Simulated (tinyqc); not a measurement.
# Quantum-well laser, gain and threshold: effects of single changes

One electron and one heavy-hole subband per well, parabolic, with equal sheet densities n of electrons and holes; k-conserving transitions, TE polarisation, no line broadening, so the gain starts as a step at E0 and peaks there. All wells are pumped alike.

Values chosen for this exercise; well values close to those of strained InGaAsP:

| symbol | value | unit | meaning |
|---|---|---|---|
| T | 350 | K | temperature |
| E0 | 0.802 | eV | lowest transition energy |
| me | 0.0431 | m0 | in-plane electron mass |
| mh | 0.136 | m0 | in-plane hole mass |
| Ep | 24.2 | eV | Kane energy |
| nr | 3.39 |  | refractive index |
| Lw | 8 | nm | well width |
| Nw | 6 |  | number of wells |
| Gw | 0.017 |  | optical confinement per well |
| ai | 15 | 1/cm | internal loss |
| Lc | 1000 | um | cavity length |
| R1 | 0.05 |  | front reflectance |
| R2 | 0.32 |  | back reflectance |
| A | 2.2e8 | 1/s | defect recombination coefficient |
| B | 0.00021 | cm^2/s | radiative coefficient per well |
| C | 8.9e-17 | cm^4/s | Auger coefficient per well |
| eta | 0.95 |  | injection efficiency |
| Wd | 3 | um | stripe width |

Constants: q = 1.602176634e-19 C, kB = 1.380649e-23 J/K, eps0 = 8.8541878128e-12 F/m, hbar = 1.054571817e-34 J s, m0 = 9.1093837015e-31 kg, c = 299792458 m/s. Results are converted to the units shown.

Each table varies one quantity; the others keep the values above.

## Effect of the front reflectance

Nc = me kB T/(pi hbar^2), Nv = mh kB T/(pi hbar^2), mr = me mh/(me + mh) in m0, g0(E) = q^2 Ep mr/(4 nr eps0 c hbar E Lw) (squared momentum element m0 Ep/4, joint density of states mr/(pi hbar^2 Lw) for both spins). Peak gain g(n) = g0(E0)[1 - exp(-n/Nc) - exp(-n/Nv)]. Mirror loss am = ln(1/(R1 R2))/(2 Lc); threshold gain gth = (ai + am)/(Nw Gw). nth solves g(n) = gth and ntr solves g(n) = 0. Jth = q Nw (A n + B n^2 + C n^3)/eta at n = nth, Ith = Jth Wd Lc; differential efficiency of both facets eta am/(ai + am).

The same in every row: ntr (cm^-2) = 6.359e11.

Results:
```
R1,gth (1/cm),nth (cm^-2),Jth (A/cm^2),Ith (mA),differential efficiency
0.01,428.7,6.906e11,284.7,8.542,0.6241
0.03,374.8,6.835e11,280.2,8.405,0.5773
0.05,349.8,6.802e11,278.1,8.343,0.5506
0.2,281.8,6.714e11,272.5,8.175,0.4543
0.32,258.8,6.684e11,270.6,8.119,0.4101
0.5,236.9,6.656e11,268.9,8.067,0.3603
0.8,213.9,6.627e11,267.1,8.012,0.2967
```

Estimate the missing row, R1 = 0.1.

Computed row:
```
R1,gth (1/cm),nth (cm^-2),Jth (A/cm^2),Ith (mA),differential efficiency
0.1,315.8,6.758e11,275.3,8.258,0.5076
```

With this row back in the table: As R1 goes from 0.01 to 0.8, gth falls from 429 to 214 1/cm, Jth falls from 285 to 267 A/cm^2 and Ith falls from 8.54 to 8.01 mA.

## Effect of the number of wells

Same model as above.

The same in every row: ntr (cm^-2) = 6.359e11; differential efficiency = 0.5506.

Result of one run:
```
Nw,gth (1/cm),nth (cm^-2),Jth (A/cm^2),Ith (mA)
8,262.3,6.689e11,361.2,10.84
```

What becomes of these results when the number of wells Nw is changed from 8 to 3, all else the same?

Result of the changed run:
```
Nw,gth (1/cm),nth (cm^-2),Jth (A/cm^2),Ith (mA)
3,699.5,7.272e11,154.5,4.634
```

The whole series:
```
Nw,gth (1/cm),nth (cm^-2),Jth (A/cm^2),Ith (mA)
1,2099,9.495e11,80.00,2.400
2,1049,7.773e11,114.6,3.437
3,699.5,7.272e11,154.5,4.634
4,524.6,7.034e11,195.4,5.861
5,419.7,6.894e11,236.6,7.099
6,349.8,6.802e11,278.1,8.343
8,262.3,6.689e11,361.2,10.84
10,209.9,6.622e11,444.6,13.34
```

As Nw goes from 1 to 10, gth falls from 2100 to 210 1/cm, Jth rises from 80.0 to 445 A/cm^2 and Ith rises from 2.40 to 13.3 mA. Each added well must be pumped to transparency, which costs more than the lower gain saves.

Range of the model: The second hole subband, left out here, lies within about 2 Vt of the first in a well this wide.

Program tinyqc, `OMP_NUM_THREADS=1 python tinyqc.py 2840042 2840043 out.jsonl`; Intel Xeon 2.30GHz, shared host, one thread, about 0.01 s.
